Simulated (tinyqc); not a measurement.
Worked calculation: Penn model of the dielectric constant and Phillips ionicity. Values are carried at full precision from step to step, so a last printed digit may differ when a step is redone from the rounded ones.

n = 32/a^3; Ep^2 = 8 pi c e2 n with c = hbar^2/2m0, e2 = e^2/(4 pi eps0); EF = c (3 pi^2 n)^(2/3); eps = 1 + (Ep/Eg)^2 S with S = 1 - Eg/(4 EF) + (Eg/(4 EF))^2/3, Eg the Penn gap. Core d shells are left out.

Constants: hbar^2/2m0 = 3.80998211 eV angstrom^2; e^2/(4 pi eps0) = 14.39964547 eV angstrom.

Parameters, chosen for this exercise (out of a larger set: near those of diamond; not measured data): a = 3.565 angstrom (cubic lattice constant, 32 valence electrons a cell); ei = 5.64 (high-frequency dielectric constant).

## Valence electron gas

Evaluate n, Ep and EF.

n = 0.70627 1/angstrom^3
Ep = 31.206 eV
EF = 28.919 eV

## Penn gap from the dielectric constant

Start with S = 1 and repeat Eg = Ep sqrt(S/(ei - 1)) until Eg changes by less than 1e-6 eV.

Iterations:
```
step  Eg in (eV)       S  Eg out (eV)
1        14.4872  0.8800      13.5901
2        13.5901  0.8871      13.6450
3        13.6450  0.8867      13.6417
4        13.6417  0.8867      13.6419
5        13.6419  0.8867      13.6419
6        13.6419  0.8867      13.6419
```

Penn gap Eg = 13.642 eV

The factor S lowers the gap by 0.845 eV from the first estimate. The Penn gap is a mean bonding-antibonding separation, near the main peak of eps2, not the smallest gap.

## Homopolar and ionic parts

Phillips: bond length d = sqrt(3) a/4; homopolar gap Eh = 39.74 d^(-2.48) eV (d in angstrom); Eg^2 = Eh^2 + C^2; ionicity fi = C^2/Eg^2.

Split the gap; where Eg is below Eh or within 3 % of it, C is taken as zero.

d = 1.5437 angstrom
Eh = 13.539 eV
C = 0.00 eV
fi = 0.000

Eg/Eh = 1.008: the bond is covalent within the accuracy of the rule.

## Checks

- Penn gap by iteration against bisection (eV): both 13.64.

Run: tinyqc, `OMP_NUM_THREADS=1 python tinyqc.py 1682656 1682657 out.jsonl`; Intel(R) Xeon(R) Processor @ 2.30GHz, one thread, shared host; about 0.01 s of CPU time with all checks.
